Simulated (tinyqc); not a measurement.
Empirical pseudopotential in a few plane waves, step by step. One step of it, computed by the program tinyqc.

Problem. Bloch Hamiltonian at G. Basis: the 15 shortest G (labels in 2 pi/a), the same at every k. H(G,G') = c |k + G|^2 delta + VS(|G-G'|^2) cos((G-G').tau) + i VA sin((G-G').tau), tau = a/8 (1,1,1); 1 Ry = 13.605693 eV.

Parameters chosen for this model: fcc lattice, atoms at +/- a/8 (1,1,1); form factors in rydberg at |G|^2 in units of (2 pi/a)^2:

| parameter | value | unit |
|---|---|---|
| a | 5.690000 | angstrom |
| VS(3) | -0.233000 | Ry |
| VS(8) | 0.009000 | Ry |
| VS(11) | 0.043000 | Ry |
| VA(3) | 0 | Ry |
| VA(4) | 0 | Ry |
| VA(11) | 0 | Ry |
| hbar^2/2m (2 pi/a)^2 | 4.645775 | eV |

k point G (2 pi / a): 0  0  0

Give: H(k) at G.

Solution.

H(k) at G (eV):
```
        +0+0+0  -1-1-1  -1-1+1  -1+1-1  -1+1+1  +1-1-1  +1-1+1  +1+1-1
+0+0+0   0.000   2.242  -2.242  -2.242  -2.242  -2.242  -2.242  -2.242
-1-1-1   2.242  13.937   0.000   0.000  -0.122   0.000  -0.122  -0.122
-1-1+1  -2.242   0.000  13.937   0.122   0.000   0.122   0.000   0.000
-1+1-1  -2.242   0.000   0.122  13.937   0.000   0.122   0.000   0.000
-1+1+1  -2.242  -0.122   0.000   0.000  13.937   0.000   0.122   0.122
+1-1-1  -2.242   0.000   0.122   0.122   0.000  13.937   0.000   0.000
+1-1+1  -2.242  -0.122   0.000   0.000   0.122   0.000  13.937   0.122
+1+1-1  -2.242  -0.122   0.000   0.000   0.122   0.000   0.122  13.937
+1+1+1   2.242   0.000  -0.122  -0.122   0.000  -0.122   0.000   0.000
-2+0+0   0.000  -2.242  -2.242  -2.242   2.242   0.414  -0.414  -0.414
+0-2+0   0.000  -2.242  -2.242   0.414  -0.414  -2.242   2.242  -0.414
+0+0-2   0.000  -2.242   0.414  -2.242  -0.414  -2.242  -0.414   2.242
+0+0+2   0.000  -0.414   2.242  -0.414  -2.242  -0.414  -2.242   0.414
+0+2+0   0.000  -0.414  -0.414   2.242  -2.242  -0.414   0.414  -2.242
+2+0+0   0.000  -0.414  -0.414  -0.414   0.414   2.242  -2.242  -2.242

        +1+1+1  -2+0+0  +0-2+0  +0+0-2  +0+0+2  +0+2+0  +2+0+0
+0+0+0   2.242   0.000   0.000   0.000   0.000   0.000   0.000
-1-1-1   0.000  -2.242  -2.242  -2.242  -0.414  -0.414  -0.414
-1-1+1  -0.122  -2.242  -2.242   0.414   2.242  -0.414  -0.414
-1+1-1  -0.122  -2.242   0.414  -2.242  -0.414   2.242  -0.414
-1+1+1   0.000   2.242  -0.414  -0.414  -2.242  -2.242   0.414
+1-1-1  -0.122   0.414  -2.242  -2.242  -0.414  -0.414   2.242
+1-1+1   0.000  -0.414   2.242  -0.414  -2.242   0.414  -2.242
+1+1-1   0.000  -0.414  -0.414   2.242   0.414  -2.242  -2.242
+1+1+1  13.937  -0.414  -0.414  -0.414  -2.242  -2.242  -2.242
-2+0+0  -0.414  18.583   0.122   0.122  -0.122  -0.122   0.000
+0-2+0  -0.414   0.122  18.583   0.122  -0.122   0.000  -0.122
+0+0-2  -0.414   0.122   0.122  18.583   0.000  -0.122  -0.122
+0+0+2  -2.242  -0.122  -0.122   0.000  18.583   0.122   0.122
+0+2+0  -2.242  -0.122   0.000  -0.122   0.122  18.583   0.122
+2+0+0  -2.242   0.000  -0.122  -0.122   0.122   0.122  18.583
```
